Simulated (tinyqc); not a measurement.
Empirical pseudopotential in a few plane waves, step by step. One step of it, computed by the program tinyqc.

Task: Levels at G. Diagonalise the Hermitian matrix.

H(k) at G (eV):
```
                     +0+0+0               -1-1-1               -1-1+1               -1+1-1
+0+0+0             0.000000   2.001101+1.000550i  -2.001101+1.000550i  -2.001101+1.000550i
-1-1-1   2.001101-1.000550i            15.943389   0.000000-1.034033i   0.000000-1.034033i
-1-1+1  -2.001101-1.000550i   0.000000+1.034033i            15.943389             0.598650
-1+1-1  -2.001101-1.000550i   0.000000+1.034033i             0.598650            15.943389
-1+1+1  -2.001101+1.000550i            -0.598650   0.000000+1.034033i   0.000000+1.034033i
+1-1-1  -2.001101-1.000550i   0.000000+1.034033i             0.598650             0.598650
+1-1+1  -2.001101+1.000550i            -0.598650   0.000000+1.034033i             0.000000
+1+1-1  -2.001101+1.000550i            -0.598650             0.000000   0.000000+1.034033i
+1+1+1   2.001101+1.000550i             0.000000            -0.598650            -0.598650
-2+0+0   0.000000-1.034033i  -2.001101+1.000550i  -2.001101-1.000550i  -2.001101-1.000550i
+0-2+0   0.000000-1.034033i  -2.001101+1.000550i  -2.001101-1.000550i   0.327103-0.173172i
+0+0-2   0.000000-1.034033i  -2.001101+1.000550i   0.327103-0.173172i  -2.001101-1.000550i
+0+0+2   0.000000+1.034033i  -0.327103-0.173172i   2.001101+1.000550i  -0.327103+0.173172i
+0+2+0   0.000000+1.034033i  -0.327103-0.173172i  -0.327103+0.173172i   2.001101+1.000550i
+2+0+0   0.000000+1.034033i  -0.327103-0.173172i  -0.327103+0.173172i  -0.327103+0.173172i

                     -1+1+1               +1-1-1               +1-1+1               +1+1-1
+0+0+0  -2.001101-1.000550i  -2.001101+1.000550i  -2.001101-1.000550i  -2.001101-1.000550i
-1-1-1            -0.598650   0.000000-1.034033i            -0.598650            -0.598650
-1-1+1   0.000000-1.034033i             0.598650   0.000000-1.034033i             0.000000
-1+1-1   0.000000-1.034033i             0.598650             0.000000   0.000000-1.034033i
-1+1+1            15.943389             0.000000             0.598650             0.598650
+1-1-1             0.000000            15.943389   0.000000-1.034033i   0.000000-1.034033i
+1-1+1             0.598650   0.000000+1.034033i            15.943389             0.598650
+1+1-1             0.598650   0.000000+1.034033i             0.598650            15.943389
+1+1+1   0.000000+1.034033i            -0.598650   0.000000+1.034033i   0.000000+1.034033i
-2+0+0   2.001101-1.000550i   0.327103-0.173172i  -0.327103-0.173172i  -0.327103-0.173172i
+0-2+0  -0.327103-0.173172i  -2.001101-1.000550i   2.001101-1.000550i  -0.327103-0.173172i
+0+0-2  -0.327103-0.173172i  -2.001101-1.000550i  -0.327103-0.173172i   2.001101-1.000550i
+0+0+2  -2.001101+1.000550i  -0.327103+0.173172i  -2.001101+1.000550i   0.327103+0.173172i
+0+2+0  -2.001101+1.000550i  -0.327103+0.173172i   0.327103+0.173172i  -2.001101+1.000550i
+2+0+0   0.327103+0.173172i   2.001101+1.000550i  -2.001101+1.000550i  -2.001101+1.000550i

                     +1+1+1               -2+0+0               +0-2+0               +0+0-2
+0+0+0   2.001101-1.000550i   0.000000+1.034033i   0.000000+1.034033i   0.000000+1.034033i
-1-1-1             0.000000  -2.001101-1.000550i  -2.001101-1.000550i  -2.001101-1.000550i
-1-1+1            -0.598650  -2.001101+1.000550i  -2.001101+1.000550i   0.327103+0.173172i
-1+1-1            -0.598650  -2.001101+1.000550i   0.327103+0.173172i  -2.001101+1.000550i
-1+1+1   0.000000-1.034033i   2.001101+1.000550i  -0.327103+0.173172i  -0.327103+0.173172i
+1-1-1            -0.598650   0.327103+0.173172i  -2.001101+1.000550i  -2.001101+1.000550i
+1-1+1   0.000000-1.034033i  -0.327103+0.173172i   2.001101+1.000550i  -0.327103+0.173172i
+1+1-1   0.000000-1.034033i  -0.327103+0.173172i  -0.327103+0.173172i   2.001101+1.000550i
+1+1+1            15.943389  -0.327103-0.173172i  -0.327103-0.173172i  -0.327103-0.173172i
-2+0+0  -0.327103+0.173172i            21.257852             0.598650             0.598650
+0-2+0  -0.327103+0.173172i             0.598650            21.257852             0.598650
+0+0-2  -0.327103+0.173172i             0.598650             0.598650            21.257852
+0+0+2  -2.001101-1.000550i            -0.598650            -0.598650             0.000000
+0+2+0  -2.001101-1.000550i            -0.598650             0.000000            -0.598650
+2+0+0  -2.001101-1.000550i             0.000000            -0.598650            -0.598650

                     +0+0+2               +0+2+0               +2+0+0
+0+0+0   0.000000-1.034033i   0.000000-1.034033i   0.000000-1.034033i
-1-1-1  -0.327103+0.173172i  -0.327103+0.173172i  -0.327103+0.173172i
-1-1+1   2.001101-1.000550i  -0.327103-0.173172i  -0.327103-0.173172i
-1+1-1  -0.327103-0.173172i   2.001101-1.000550i  -0.327103-0.173172i
-1+1+1  -2.001101-1.000550i  -2.001101-1.000550i   0.327103-0.173172i
+1-1-1  -0.327103-0.173172i  -0.327103-0.173172i   2.001101-1.000550i
+1-1+1  -2.001101-1.000550i   0.327103-0.173172i  -2.001101-1.000550i
+1+1-1   0.327103-0.173172i  -2.001101-1.000550i  -2.001101-1.000550i
+1+1+1  -2.001101+1.000550i  -2.001101+1.000550i  -2.001101+1.000550i
-2+0+0            -0.598650            -0.598650             0.000000
+0-2+0            -0.598650             0.000000            -0.598650
+0+0-2             0.000000            -0.598650            -0.598650
+0+0+2            21.257852             0.598650             0.598650
+0+2+0             0.598650            21.257852             0.598650
+2+0+0             0.598650             0.598650            21.257852
```

Give: eigenvalues.

Result:

eigenvalues (eV): -3.147  11.919  11.919  11.919  13.598  16.102  16.102  16.102  20.061  20.061  21.056  23.926  23.926  23.926  27.625
